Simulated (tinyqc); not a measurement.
Polytypes by hexagonality, and a cubic inclusion as a quantum well: one step. The bound level without the field. Two cases, with inputs chosen for the exercise.

Question. Give V, L, the level E, its depth below the host conduction edge and the transition to the valence top of the host, gap(host) - (V - E).

Gap: E3 + (Es - E3) h/hs for h up to hs, then linear from Es to E2 at h = 1. Valence top Ev2 h and polarisation P2 h, both counted from 3C; Ec = Ev + gap.

A cubic inclusion of width L = N d in the host (h = 0.5) is a well of depth V = Ec(host) - Ec(3C). Square well with mass mismatch: k tan(k L/2) = (m_w/m_b) q, k = sqrt(m_w E/c), q = sqrt(m_b (V - E)/c), c = hbar^2/2m0, lowest root. The depth of the level, V - E, is its binding, and the transition to the valence top of the host is gap(host) - (V - E). The step in polarisation gives a field |F| = |P|/(eps eps0) in a thin inclusion, eps0 = 8.8541878e-12 F/m.

Constants: hbar^2/2m0 = 3.80998211 eV angstrom^2.

Case 1.

Values chosen (of the order of those of SiC; the results hold for these values, not for the real material):
- E3 = 2.391 eV (gap of the cubic polytype)
- E2 = 3.348 eV (gap of 2H)
- Ev2 = 0.148 eV (valence top of 2H above that of 3C)
- P2 = -0.0392 C/m^2 (spontaneous polarisation of 2H)
- Es = 3.264 eV (gap at the hexagonality hs)
- hs = 0.5 (hexagonality up to which the first line holds)
- m = (0.321, 0.347) m0 (electron mass along c in the cubic layer and in the host)
- d = 2.516 angstrom (thickness of a double layer)
- eps = 10.1 (dielectric constant)
- N = 3 (double layers in the cubic inclusion)

Case 2.

Values chosen (of the order of those of SiC; the results hold for these values, not for the real material):
- E3 = 2.376 eV (gap of the cubic polytype)
- E2 = 3.308 eV (gap of 2H)
- Ev2 = 0.107 eV (valence top of 2H above that of 3C)
- P2 = -0.0355 C/m^2 (spontaneous polarisation of 2H)
- Es = 3.294 eV (gap at the hexagonality hs)
- hs = 0.5 (hexagonality up to which the first line holds)
- m = (0.293, 0.334) m0 (electron mass along c in the cubic layer and in the host)
- d = 2.516 angstrom (thickness of a double layer)
- eps = 10.1 (dielectric constant)
- N = 3 (double layers in the cubic inclusion)

Give: V; L; E above the bottom; depth below the host edge; transition.

Answer.

Case 1.

V = 0.9470 eV
L = 7.548 angstrom
E above the bottom = 0.4801 eV
depth below the host edge = 0.4669 eV
transition = 2.7971 eV

The level keeps 49 % of the well depth. The transition lies above the gap of 3C itself (2.391 eV). At a few layers the effective-mass picture is only a guide.

Case 2.

V = 0.9715 eV
L = 7.548 angstrom
E above the bottom = 0.4989 eV
depth below the host edge = 0.4726 eV
transition = 2.8214 eV

The level keeps 49 % of the well depth. The transition lies above the gap of 3C itself (2.376 eV). At a few layers the effective-mass picture is only a guide.

Computed by tinyqc, one run a case: `OMP_NUM_THREADS=1 python tinyqc.py N N+1 out.jsonl` with N = 1850225, 1850228; one thread of a shared Intel(R) Xeon(R) Processor @ 2.30GHz, about 0.03 s a run at most.
